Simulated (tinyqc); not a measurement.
Convergence with the mesh: density of states of one tight-binding band of a chain.

E(k) = -2 t cos(2 pi k) - 2 t2 cos(4 pi k); k in fractions of the reciprocal vectors, mesh k_i = j/N with j = 0 .. N-1. Densities are per cell and per spin, so the band holds one state.

Each interval of the mesh is a segment with E linear in k: n = (E - e1)/(e2 - e1), g = 1/(e2 - e1) between its end values.

Gaussian broadening: g(E) = mean over the mesh of exp(-(E - E_k)^2/(2 sigma^2))/(sigma sqrt(2 pi)), n(E) = mean of erfc((E_k - E)/(sigma sqrt 2))/2.

Inputs chosen for the exercise: t = 2.4 eV (nearest hopping); t2 = 0.04 eV (second hopping); E = -3.63 eV (energy at which the density is wanted); sigma = 0.48 eV (Gaussian width).

At the energy E; the plain count is the share of mesh points below E; the reference is the linear method with N = 4000.

Results:
```
N    points  g linear  n linear  g Gaussian  n Gaussian  n plain count
8         8    0.1682    0.2103      0.1876      0.2023         0.1250
16       16    0.1139    0.2231      0.1147      0.2216         0.1875
32       32    0.0996    0.2265      0.1036      0.2235         0.2188
64       64    0.0941    0.2278      0.1035      0.2235         0.2344
128     128    0.0967    0.2280      0.1035      0.2235         0.2266
256     256    0.0954    0.2281      0.1035      0.2235         0.2305
```

reference n and g: 0.2281  0.0961

The linear n(E) stays within 0.002 of the reference from N = 32 on. The Gaussian g stays within 1 % of its last value from N = 32 on; it tends to the broadened curve, not the true one. At the last mesh it lies +0.007 1/eV from the reference g and the linear g -0.001. The plain count errs by +0.0023 at the last mesh.

Run: tinyqc, `OMP_NUM_THREADS=1 python tinyqc.py 1681556 1681557 out.jsonl`; Intel(R) Xeon(R) Processor @ 2.30GHz, one thread, shared host; about 0.01 s of CPU time with all checks.
